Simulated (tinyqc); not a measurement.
# Random telegraph noise from one oxide trap in a small MOSFET: two studies

An acceptor-like trap exchanges electrons with the channel. Inversion charge Q = Cox u, u = n Vt W0(exp((Vg - VT)/(n Vt))), W0 the Lambert function, n = nf, Cox = eps0 eox/tox; linear regime Id = (W/L) mu Q Vd. Relative to threshold the surface potential rises by Vt ln(u/u0) and the oxide voltage by the rest of Vg - VT, with u0 = n Vt W0(1).

Parameters, values chosen for the exercise; values of the order met in silicon transistors: temperature T = 250 K; relative permittivity of the gate insulator (close to hafnium oxide) eox = 21.4; insulator thickness tox = 8.4 nm; depth of the trap from the channel interface xt = 2 nm; trap level above the channel Fermi level at threshold E0 = 0.22 eV; capture prefactor s0 = 7e-16 cm^2; capture barrier (lattice relaxation) EB = 0.27 eV; tunnelling decay length lt = 0.14 nm; thermal velocity vth = 1.3e7 cm/s; thickness of the inversion layer zi = 2.6 nm; threshold voltage VT = 0.47 V; body factor nf = 1.14; gate width W = 80 nm; gate length L = 33 nm; mobility mu = 230 cm^2/(V s); scattering coefficient of the charged trap asc = 1.4e-15 V s; drain voltage Vd = 0.1 V; gate voltage Vg = 1.06 V.

Constants: q = 1.602176634e-19 C, kB = 1.380649e-23 J/K, Vt = kB T/q, eps0 = 8.8541878128e-14 F/cm where lengths are in cm. Results are converted to the units shown.

Each table varies one quantity; the others keep the values above.

## Time constants and noise against gate voltage

N = Cox u/q; dpsi = Vt ln(u/u0); E = E0 - dpsi - (xt/tox)(Vg - VT - dpsi); capture time tc = 1/[(N/zi) vth s0 exp(-xt/lt - EB/Vt)]; emission time te = tc exp(-E/Vt); occupancy te/(tc + te). A = W L; threshold step dV = q (1 - xt/tox)/(Cox A); gm/Id = 1/(u + n Vt); relative step dI/I = (gm/Id) dV + asc mu/A. fc = (1/tc + 1/te)/(2 pi); rms = (dI/I) sqrt(tc te)/(tc + te).

Time constants and noise against gate voltage:

| Vg (V) | E (eV) | tc (s) | te (s) | occupancy | dI/I (%) | fc (Hz) | rms dI/I (%) |
|---|---|---|---|---|---|---|---|
| 0.9 | 0.06407 | 2.476 | 0.1265 | 0.04862 | 1.748 | 1.322 | 0.3759 |
| 0.96 | 0.04741 | 2.143 | 0.2373 | 0.09968 | 1.681 | 0.7451 | 0.5034 |
| 1.02 | 0.03104 | 1.887 | 0.4468 | 0.1914 | 1.628 | 0.4406 | 0.6406 |
| 1.08 | 0.01490 | 1.685 | 0.8440 | 0.3337 | 1.586 | 0.2830 | 0.7481 |
| 1.14 | -0.001065 | 1.522 | 1.599 | 0.5124 | 1.552 | 0.2041 | 0.7759 |
| 1.2 | -0.01688 | 1.386 | 3.035 | 0.6864 | 1.524 | 0.1672 | 0.7070 |
| 1.26 | -0.03257 | 1.273 | 5.772 | 0.8193 | 1.500 | 0.1526 | 0.5770 |
| 1.32 | -0.04815 | 1.176 | 10.99 | 0.9033 | 1.479 | 0.1498 | 0.4371 |
| 1.38 | -0.06363 | 1.093 | 20.97 | 0.9504 | 1.461 | 0.1532 | 0.3172 |

What does the table show?

tc falls from 2.48 to 1.09 s as the channel fills and te rises from 0.127 to 21.0 s; they are equal at Vg = 1.14 V, where E = 0. The rms noise goes from 0.376 through a maximum of 0.776 (at Vg = 1.14 V among the rows listed) to 0.317 %. The slope -Vt d ln(tc/te)/dVg is 0.278 between the first two rows and 0.258 between the last two; it tends to xt/tox = 0.238 only when the surface potential stops moving.

## Effect of the depth of the trap from the channel interface

Same model as above.

Results:

| xt (nm) | E (eV) | tc (s) | te (s) | occupancy | dI/I (%) | fc (Hz) | rms dI/I (%) |
|---|---|---|---|---|---|---|---|
| 0.42 | 0.1166 | 2.194e-5 | 9.785e-8 | 0.004441 | 1.693 | 1.634e6 | 0.1126 |
| 1.26 | 0.06538 | 0.008850 | 4.255e-4 | 0.04587 | 1.643 | 392.0 | 0.3438 |
| 2.94 | -0.03706 | 1440 | 8046 | 0.8482 | 1.544 | 1.303e-4 | 0.5540 |
| 3.78 | -0.08828 | 5.811e5 | 3.499e7 | 0.9837 | 1.494 | 2.784e-7 | 0.1894 |
| 4.62 | -0.1395 | 2.344e8 | 1.522e11 | 0.9985 | 1.444 | 6.799e-10 | 0.05659 |
| 5.46 | -0.1907 | 9.458e10 | 6.617e14 | 0.9999 | 1.394 | 1.683e-12 | 0.01667 |

Estimate the missing row, xt = 2.1 nm.

Computed row:

| xt (nm) | E (eV) | tc (s) | te (s) | occupancy | dI/I (%) | fc (Hz) | rms dI/I (%) |
|---|---|---|---|---|---|---|---|
| 2.1 | 0.01416 | 3.570 | 1.850 | 0.3414 | 1.593 | 0.1306 | 0.7556 |

With this row back in the table: As xt goes from 0.42 to 5.46, tc rises from 2.19e-5 to 9.46e10 s, te rises from 9.79e-8 to 6.62e14 s and dI/I falls from 1.69 to 1.39 %. tc grows a decade every lt ln 10 = 0.322 nm of depth; traps spread evenly in depth therefore give corner frequencies spread evenly on a log scale, whose sum is 1/f noise if the traps contribute equal variances.

Range of the model: VT is taken as given; short-channel effects and the uneven flow of current among few electrons are left out.

Numbers from tinyqc (`OMP_NUM_THREADS=1 python tinyqc.py 2710144 2710145 out.jsonl`; about 0.01 s on one thread of a shared Intel Xeon 2.30GHz).
